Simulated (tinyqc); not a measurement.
Heisenberg magnet: exchange from energy differences, ordering vector, linear spin waves and ordering temperature. Convergence with the mesh. Computed by tinyqc, a small Python program. Command: `OMP_NUM_THREADS=1 python tinyqc.py 3025863 3025864 out.jsonl magnon sweep`. One thread of a shared host (Intel(R) Xeon(R) Processor @ 2.30GHz), about 0.5 s of CPU time with the checks.

H = -sum over pairs <ij> J_ij S_i.S_j - K sum_i (S_i^z)^2, each pair once, J > 0 ferromagnetic. First neighbours: 12 at a (0.5, 0.5, 0), second: 6 at a (1, 0, 0), with all permutations and signs.

Inputs (values chosen for the exercise, for a model magnet):

| quantity | value | unit |
|---|---|---|
| exchange J1 | 5.6 | meV |
| exchange J2 | -0.84 | meV |
| spin S | 0.5 | - |
| single-ion anisotropy K | 0.018 | meV |
| temperature T | 45 | K |

Lattice: fcc. Order: ferromagnetic.

Constants: k_B = 8.617333262e-05 eV/K.

Method:
- J(q) = J1 g1(q) + J2 g2(q), g_s(q) = sum over shell s of cos(q.R).
- g_s(q) = sum over shell s of cos(q.R), z1 = g1(0). E(q) = S [J(0) - J(q)] + (2S - 1) K, J(q) = J1 g1 + J2 g2. The factor 2S - 1 removes the anisotropy for S = 1/2.
- Mesh: q = sum_i (m_i + 1/2)/n b_i, m_i = 0..n-1, b = [[-1, 1, 1], [1, -1, 1], [1, 1, -1]] in 2 pi/a; <..> is the mean over the mesh.
- n = 1/(exp(E/(k_B T)) - 1); no zero-point loss; thermal loss <n>; moment = S less the losses.
- K left out. Mean field: k_B T = S (S + 1) J(Q)/3 at the ordering vector Q; random-phase (Tyablikov): k_B T = [S (S + 1)/3] / <1/(J(Q) - J(q))>; Curie-Weiss theta = S (S + 1) J(0)/(3 k_B).

One run for each value:

| mesh divisions n | random-phase ordering temperature (K) | thermal loss | zero-point loss |
|---|---|---|---|
| 4 | 141.1 | 0.01920 | 0 |
| 6 | 137.2 | 0.02374 | 0 |
| 8 | 135.2 | 0.02606 | 0 |
| 12 | 133.4 | 0.02839 | 0 |
| 16 | 132.4 | 0.02957 | 0 |
| 24 | 131.5 | 0.03075 | 0 |

What does the table show, and why?

Over the rows, random-phase ordering temperature (K) falls from 141 to 132 (exponent d ln y / d ln x -0.069 between the first rows and -0.017 between the last); thermal loss rises from 0.0192 to 0.0307 (exponent d ln y / d ln x 0.52 between the first rows and 0.096 between the last); zero-point loss does not change. The sum over 1/(J(Q) - J(q)) has an integrable 1/q^2 peak, so its error falls as 1/n; extrapolating the last two rows in 1/n gives 129.7 K.

Caution (all rows): doubling the mesh changes the thermal sum by more than 3 %, so it is not fully converged.

Extremes, crossings and ranges named in words are read from the listed rows.
